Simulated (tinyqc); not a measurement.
Yield per ion against the flux ratio: ion-assisted plasma etching: sheath, surface coverage, synergy and aspect-ratio dependence. Computed by tinyqc, a small Python program. Command: `OMP_NUM_THREADS=1 python tinyqc.py 3010543 3010544 out.jsonl etch walk`. One thread of a shared host (Intel(R) Xeon(R) Processor @ 2.30GHz), about 0.06 s of CPU time with the checks.

Radicals adsorb on bare sites; ions remove covered sites with a high yield and bare sites by sputtering; a slow spontaneous reaction acts everywhere, walls included.

Inputs (values chosen for the exercise, close to those used for silicon in a halogen plasma):
```
quantity                                value       unit
plasma density n_e                    3.2e+10     1/cm^3
electron temperature T_e                  4.2         eV
ion mass M_i                               80          u
sheath voltage V                          350          V
radical density n                     2.6e+12     1/cm^3
radical mass M_n                           80          u
gas temperature T_g                       300          K
sticking coefficient s                   0.24          -
radicals per removed unit x                 3          -
yield slope b                            0.37  eV^(-1/2)
threshold E_th                             25         eV
sputter slope b_p                       0.025  eV^(-1/2)
sputter threshold E_p                      39         eV
spontaneous reaction probability k_c  0.00024          -
solid density N                         5e+22     1/cm^3
ion temperature T_i                      0.59         eV
```

Feature: long trench.

Constants: e = 1.602176634e-19 C; u = 1.6605390666e-27 kg; k_B = 1.380649e-23 J/K; eps_0 = 8.8541878128e-12 F/m.

Method:
- Bohm speed u_B = sqrt(e T_e/M_i); ion flux G_i = 0.61 n_e u_B; radical flux G_n = n c/4 with c = sqrt(8 k_B T_g/(pi M_n)).
- Debye length lambda_D = sqrt(eps_0 T_e/(e n_s)) with n_s = 0.61 n_e, T_e in volts; Child-law sheath d = (sqrt2/3) lambda_D (2 V/T_e)^(3/4); ion energy E = V + T_e/2; angular spread = arctan(sqrt(T_i/E)).
- Yields: Y = b (sqrt(E) - sqrt(E_th)) on covered sites, Y_p = b_p (sqrt(E) - sqrt(E_p)) on bare ones (zero below threshold).
- Steady coverage: s G_n (1 - theta) = x Y G_i theta; removal flux = Y G_i theta + Y_p G_i (1 - theta) + k_c G_n; rate = flux/N, 1 cm/s = 6e8 nm/min.
- The ion flux is fixed and the radical flux set by the ratio; the removal per ion is the removal flux over G_i.

yield Y = 5.09280

sputter yield Y_p = 0.312983

ion flux G_i = 4.39329e+15 1/(cm^2 s)

Open field:
```
G_n/G_i    theta  rate (nm/min)  removal per ion
0.3      0.00469          17.69           0.3355
1        0.01547          20.41           0.3871
3        0.04500          27.88           0.5288
10       0.13576          50.84           0.9643
30       0.32031          97.59           1.8512
100      0.61102         171.74           3.2576
300      0.82495         228.17           4.3281
1000     0.94015         266.06           5.0467
3000     0.97922         301.21           5.7135
```

What follows from these numbers?

Coverage reaches one half at G_n/G_i = x Y/s = 63.7. Below that the ion-assisted part follows the radical flux, on top of the sputter floor Y_p = 0.313; above it the ion-assisted part saturates at Y = 5.09 per ion, and the further rise to 5.71 comes from the spontaneous reaction, which costs anisotropy. Caution: a sheath of several millimetres is collisional at usual pressures, which lowers the ion energy and widens the angles.
